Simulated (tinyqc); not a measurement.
Two-band k.p model of the X valleys of a zinc-blende crystal: one step. The matrix at one k. Three cases, with inputs chosen for the exercise.

Task: Give P, the matrix, its levels and the weight of the lower X state in the lower band.

k along the valley axis, counted from X, c = hbar^2/2m0, e = c k^2/ml. H = [[e - D/2, i P k], [-i P k, e + D/2]] with P^2 = D0 c/ml, so E = e -/+ sqrt(D^2/4 + D0 e). For D = 0 (diamond lattice) the bands cross at X.

Constants: hbar^2/2m0 = 3.80998211 eV angstrom^2.

Give: P; H; levels; weight.

Case 1.

Values chosen (of the order of those of cubic SiC; the results hold for these values, not for the real material): D = 2.988 eV (splitting of the two conduction levels at X); D0 = 1.098 eV (coupling energy); ml = 0.408 m0 (mass along the axis from remote bands); k = 0.029 1/angstrom (wave vector from X).

Result:

P = 3.2021 eV angstrom

H (eV):
```
[[-1.4861, 0.0929i],
 [-0.0929i, 1.5019]]
```

levels (eV): [-1.4890, 1.5047]

weight = 0.9990

Case 2.

Values chosen (of the order of those of AlAs; the results hold for these values, not for the real material): D = 0.346 eV (splitting of the two conduction levels at X); D0 = 0.126 eV (coupling energy); ml = 0.574 m0 (mass along the axis from remote bands); k = 0.078 1/angstrom (wave vector from X).

Result:

P = 0.9145 eV angstrom

H (eV):
```
[[-0.1326, 0.0713i],
 [-0.0713i, 0.2134]]
```

levels (eV): [-0.1467, 0.2275]

weight = 0.9622

Case 3.

Values chosen (of the order of those of GaP; the results hold for these values, not for the real material): D = 0.366 eV (splitting of the two conduction levels at X); D0 = 0.477 eV (coupling energy); ml = 0.892 m0 (mass along the axis from remote bands); k = 0.06 1/angstrom (wave vector from X).

Result:

P = 1.4274 eV angstrom

H (eV):
```
[[-0.1676, 0.0856i],
 [-0.0856i, 0.1984]]
```

levels (eV): [-0.1867, 0.2174]

weight = 0.9529

Computed by tinyqc, one run a case: `OMP_NUM_THREADS=1 python tinyqc.py N N+1 out.jsonl` with N = 1850140, 1850426, 1850573; one thread of a shared Intel(R) Xeon(R) Processor @ 2.30GHz, about 0.01 s a run at most.
